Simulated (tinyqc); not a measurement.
Double-gate transistor below threshold, two-dimensional Poisson equation on a small mesh: refining the mesh.

Half of a symmetric double-gate structure: row 0 is the mid-plane of the body, where the normal field vanishes. Mobile charge is neglected (subthreshold), the body is fully depleted, and potentials are counted from the intrinsic level; rows run upward to the gate, columns from source to drain.

The mesh has 2 c steps in the semiconductor (rows from 0 up to the interface), c steps in the insulator and 8 c along the channel, each uniform. Box integration, divided by eps0: up_i = eps hy/h of the interval above row i, dn_i = that of the interval below (0 for row 0), lat_i = (sum of eps h/2 over the intervals above and below)/hy, s_i = -q Na w_i hy/eps0 with w_i the semiconductor height of the box (hs/2 for row 0 and the interface row, hs between, 0 in the insulator). Each free node obeys (up + dn + 2 lat) psi = up psi(above) + dn psi(below) + lat [psi(left) + psi(right)] + s. Fixed values: gate row Vg - Vfb; column 0 at Vbi and the last column at Vbi + Vd in the semiconductor, each running linearly to Vg - Vfb across the insulator. The system is solved directly; psi is read on row 0 at mid-channel.

Values chosen for this exercise; semiconductor permittivity close to that of In0.53Ga0.47As:
- eps_r = 14.1 (relative permittivity of the semiconductor)
- eox = 7.5 (relative permittivity of the insulator)
- tb = 6 nm (half the body thickness)
- tox = 1.5 nm (insulator thickness)
- L = 35 nm (channel length)
- Na = 0 cm^-3 (acceptor density of the depleted body)
- Vbi = 0.47 V (potential of the source)
- Vfb = 0.13 V (gate offset)
- Vg = -0.1 V (gate voltage)
- Vd = 0.5 V (drain voltage)

Constants: q = 1.602176634e-19 C, eps0 = 8.8541878128e-14 F/cm where lengths are in cm. Results are converted to the units shown.

Result of one run:
```
unknowns	psi at mid-channel (V)	d psi/dVg
207	-0.1341	0.8990
```

Which refinement factor c gave this result: 1, 3, 6 or 12?

c = 3.

The whole series:
```
c	unknowns	psi at mid-channel (V)	d psi/dVg
1	21	-0.1258	0.8903
2	90	-0.1328	0.8976
3	207	-0.1341	0.8990
4	372	-0.1345	0.8995
6	846	-0.1349	0.8998
8	1512	-0.1350	0.9000
12	3420	-0.1350	0.9001
```

psi at mid-channel goes from -0.1258 V on the coarsest mesh to -0.1350 V on the finest, a difference of 9.2 mV. d psi/dVg changes by 0.0073 from c = 1 to 2, by 0.0019 from 2 to 4 and by 4.7e-4 from 4 to 8, a ratio of 4.0 between the last two, near the 4 of a second-order scheme.

Computed by the program tinyqc: `OMP_NUM_THREADS=1 python tinyqc.py 2480037 2480038 out.jsonl`, one thread of a shared Intel Xeon 2.30GHz, about 0.09 s for the whole run.
